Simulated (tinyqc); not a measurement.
Inside a calculation. Model: self-consistent Fermi level with native defects, at growth and after a quench. Computed by tinyqc, a small Python program that keeps every step. Command: `OMP_NUM_THREADS=1 python tinyqc.py 3021771 3021772 out.jsonl scfermi walk`. One thread of a shared host (Intel(R) Xeon(R) Processor @ 2.30GHz), about 0.07 s of CPU time with the checks. Intermediate numbers are printed to about 7 digits and carried at full precision; extremes and crossings named in words are read from the listed rows.

Energies are counted from the top of the valence band (VBM); when the gap shrinks with temperature the conduction band moves and the levels stay. D and A draw on one reservoir with opposite signs, as the two vacancies of a compound do.

Inputs (values chosen for the exercise, with bands modelled on GaP):
```
quantity                                value   unit
gap E_g at 300 K                         2.23     eV
slope -dE_g/dT above 300 K            0.00043   eV/K
electron mass m_e                       0.519    m_0
valleys M_c                                 3      -
hole mass m_h                           0.804    m_0
E_f of the neutral native donor D       2.679     eV
E_f of the neutral native acceptor A     1.58     eV
shift s of the chemical potential       -0.15     eV
site density N_s                      3.6e+22  cm^-3
dopant density N_X                          0  cm^-3
growth temperature T_g                   1090      K
temperature of use T                      300      K
```

Added shallow dopant: none.

levels of D above the VBM, most positive state first (eV): 0.868  0.948  1.79

levels of A above the VBM, (0/-1) first (eV): 0.12  0.904  1.2

Constants: m_0 = 9.1093837015e-31 kg; k_B = 1.380649e-23 J/K; h = 6.62607015e-34 J s; k_B = 8.617333262e-05 eV/K.

## Formation energies at E_F = 0

E_f(D, 0) = input + s and E_f(A, 0) = input - s; E_f(q, E_F = 0) follows from the levels, eps(q/q-1) = E_f(q - 1) - E_f(q) at E_F = 0.

E_f(q, E_F = 0) (eV): D(+3) -1.077, D(+2) -0.209, D(+1) 0.739, D(0) 2.529, A(0) 1.730, A(-1) 1.850, A(-2) 2.754, A(-3) 3.954

## Bands at growth

E_g(T) = E_g - slope x max(0, T - 300 K). N_c = 2 M_c (2 pi m_e k_B T/h^2)^(3/2) and N_v = 2 (2 pi m_h k_B T/h^2)^(3/2), masses in units of m_0. At growth T = T_g.

E_g(T_g) = 1.8903 eV

N_c(T_g) = 1.949405e+20 cm^-3

N_v(T_g) = 1.252893e+20 cm^-3

k_B T_g = 0.09392893 eV

## Charges across the gap at T_g

n = N_c F_1/2((E_F - E_g)/k_B T), p = N_v F_1/2(-E_F/k_B T). F_1/2(eta) = (2/sqrt(pi)) int_0^infinity sqrt(x)/(1 + exp(x - eta)) dx, by the trapezoid rule in t = sqrt(x) with step 0.02 up to t = 12 (for eta < -12 by exp(eta) - exp(2 eta)/2^(3/2)). In equilibrium c_q = N_s exp(-(E_f(q, 0) + q E_F)/k_B T). Net charge = p - n + sum q c_q; the log ratio is ln(positive charge/negative charge). Entries near or above N_s lie outside the dilute limit and only show that E_F cannot go there.

Densities (cm^-3):
```
E_F (eV)             n             p   charge on D   charge on A  log ratio
0.095     9.751330e+11  4.065108e+19  4.959427e+26  2.766656e+14   28.21115
0.378     1.984069e+13  2.225602e+18  5.908067e+22  5.668799e+15   16.15598
0.662     4.080120e+14  1.088741e+17  7.284467e+18  1.334055e+17    4.01189
0.945     8.301557e+15  5.352521e+15  2.608684e+15  1.036437e+19   -7.17235
1.229     1.706665e+17  2.602844e+14  3.160724e+13  9.423453e+21  -17.29010
1.512     3.451892e+18  1.279250e+13  1.414518e+12  5.429027e+25  -28.97163
1.796     6.367449e+19  6.220697e+11  6.846281e+10  4.615782e+29  -41.04372
```

## Equilibrium at growth

E_F is the root of the log ratio, by 50 bisections between -0.5 eV and E_g + 0.5 eV.

E_F at growth = 0.7560442 eV

n at growth = 1.110452e+15 cm^-3

p at growth = 4.001118e+16 cm^-3

Defects at growth:
```
state  E_f (eV)     c (cm^-3)
D(+3)  1.191133  1.119238e+17
D(+2)  1.303088  3.398429e+16
D(+1)  1.495044  4.402930e+15
D(0)   2.529000  7.296127e+10
A(0)   1.730000  3.609013e+14
A(-1)  1.093956  3.149445e+17
A(-2)  1.241912  6.518359e+16
A(-3)  1.685867  5.773540e+14
```

total D = 1.503111e+17 cm^-3

total A = 3.810664e+17 cm^-3

The largest part of the positive charge comes from charged D (91 %) and that of the negative charge from charged A (100 %).

## After the quench to T

After a quench the totals of D and A stay as grown, and each is shared among its charge states with weights exp(-(E_f(q, 0) + q E_F)/k_B T).

E_F after the quench = 0.8405687 eV

n after the quench = 1.282405e-04 cm^-3

p after the quench = 136938.0 cm^-3

Frozen defects:
```
state     c (cm^-3)  share of its total
D(+3)  1.112178e+17        7.399170e-01
D(+2)  3.849000e+16        2.560689e-01
D(+1)  6.033660e+14        4.014114e-03
D(0)   6.773861e-02        4.506559e-19
A(0)   2.755230e+05        7.230315e-13
A(-1)  3.508961e+17        9.208267e-01
A(-2)  3.017025e+16        7.917321e-02
A(-3)  2.763110e+10        7.250993e-08
```

The material is semi-insulating, weakly p-type with 137000 carriers per cm^3. E_F lies within 1.1 k_B T of the level of D at 0.868 eV.

## Slow cooling against a quench

Each E_F by bisection; full equilibrium lets the defects form and vanish at every T.

Two histories (densities in cm^-3):
```
T (K)  E_F, equilibrium (eV)             n             p   all defects  E_F, frozen (eV)     n, frozen     p, frozen
930                0.7546174  4.563050e+13  8.037609e+15  6.507411e+16         0.7472454  4.162037e+13  8.812010e+15
770                0.7544554  5.352933e+11  8.579701e+14  3.422992e+15         0.7644564  6.223715e+11  7.379288e+14
620                0.7596241  1.226447e+09  3.594382e+13  5.957190e+13         0.7887651  2.116052e+09  2.083276e+13
460                0.7855168  4.527512e+04  8.506636e+10  8.263397e+10         0.8151074  9.551137e+04  4.032389e+10
300                0.8256253  7.194289e-05  2.440964e+05  2.333587e+05         0.8405687  1.282405e-04  1.369380e+05
```

At 300 K equilibrium would leave 233000 defects per cm^3 against 5.31e17 frozen in, and E_F differs by +0.015 eV. Both histories end semi-insulating. Real samples lie between, set by the temperature at which diffusion stops.

Checks made by the program: neutrality at growth (relative difference below 1e-10).
